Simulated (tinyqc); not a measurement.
Inside a calculation. Model: Schottky diode by thermionic emission with image-force lowering and series resistance.

tinyqc, about 0.01 s, one thread, Intel Xeon 2.30GHz (shared host): `OMP_NUM_THREADS=1 python tinyqc.py 2640009 2640010 out.jsonl` Printed values are rounded.

Metal on an n-type semiconductor with one parabolic valley; V > 0 is forward bias (metal positive). I = I0 [exp(Vj/(n Vt)) - 1] with Vj = V - I Rs; I0 = S A* T^2 exp(-(phi - dphi)/Vt), the lowering dphi taken at zero bias.

Values chosen for this exercise; band and dielectric values close to those of gallium nitride: temperature T = 300 K; electron mass me = 0.199 m0; relative permittivity eps_r = 9.35; barrier height seen from the metal phi = 1.05 eV; donor density Nd = 1.3e17 cm^-3; area S = 1.2e-5 cm^2; ideality factor n = 1.07; series resistance Rs = 1.5 ohm; applied bias V = 1.29 V.

Constants: q = 1.602176634e-19 C, kB = 1.380649e-23 J/K, h = 6.62607015e-34 J s, m0 = 9.1093837015e-31 kg, Vt = kB T/q, eps0 = 8.8541878128e-14 F/cm where lengths are in cm. Results are converted to the units shown.

Range of the model: At the applied forward bias V the junction voltage comes within 3 Vt of Vbi (or passes it), where the depletion layer is gone and the emission formula overstates the current.

## Saturation current

A* = 4 pi q me m0 kB^2/h^3 (times 1e-4 for A/(cm^2 K^2)); Nc = 2 (2 pi me m0 kB T/h^2)^1.5 (times 1e-6 for cm^-3); xi = Vt ln(Nc/Nd), Vbi = phi - xi; surface field Em = sqrt(2 q Nd (Vbi - V - Vt)/(eps0 eps_r)); dphi = sqrt(q Em/(4 pi eps0 eps_r)). Here V = 0 in Em.

A* = 23.91447 A/(cm^2 K^2)
Nc = 2.227674e18 cm^-3
Vbi = 0.9765498 V
Em = 218.7172 kV/cm
dphi = 58.03788 meV
I0 = 5.595700e-16 A

The lowering raises I0 by a factor of 9.44.

## Iteration 1: junction voltage

Vj at the start = 0.53 V

Newton step for g(Vj) = Vj + Rs I0 [exp(Vj/(n Vt)) - 1] - V = 0: Vj(new) = Vj - g/g', g' = 1 + Rs I0 exp(Vj/(n Vt))/(n Vt).

Vj after iteration 1 = 1.289995 V

## Iteration 2: junction voltage

As before.

Vj after iteration 2 = 1.262333 V

## Course of the iteration

Stop when Vj changes by less than 1e-10 V, or after 50 iterations.

Course of the iteration:
```
iteration     Vj (V)  change (V)
1           1.289995       0.760
2           1.262333      0.0277
3           1.234672      0.0277
4           1.207010      0.0277
5           1.179349      0.0277
6           1.151689      0.0277
7           1.124032      0.0277
8           1.096384      0.0276
9           1.068767      0.0276
10          1.041242      0.0275
11          1.013989      0.0273
12         0.9875257      0.0265
13         0.9632352      0.0243
14         0.9441594      0.0191
15         0.9341062      0.0101
16         0.9319252     2.18e-3
17         0.9318411     8.42e-5
18         0.9318410     1.19e-7
19         0.9318410    2.38e-13
```

Converged in 19 iterations.

## Current and small-signal resistance

converged Vj = 0.9318410 V

I = I0 [exp(Vj/(n Vt)) - 1], dV/dI = Rs + n Vt/(I + I0).

I = 238.7727 mA
drop over Rs = 0.3581590 V
dV/dI = 1.615849 ohm
